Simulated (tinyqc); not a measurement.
## Core-level spacing from the offsets

Inverse problem. For an overlayer B on a substrate A, dEv = (iB - iA) - (cB - vB) + (cA - vA) in binding energies, and dEc + dEv = EgB - EgA. Find dEv and the spacing iB - iA that a thin film must show.

Values chosen for this exercise: gap of the substrate A EgA = 0.74 eV; gap of the overlayer B EgB = 5.83 eV.

dEc = 1.5294756 eV
cA - vA = 33.940524 eV
cB - vB = 35.93 eV

Solution. The gaps give dEv, and the Kraut relation is solved for the spacing.

dEv = 3.5605 eV
iB - iA = 5.5500 eV

Computed by the program tinyqc: `OMP_NUM_THREADS=1 python tinyqc.py 2410060 2410061 out.jsonl`, one thread of a shared Intel Xeon 2.30GHz, about 0.01 s for the whole run.
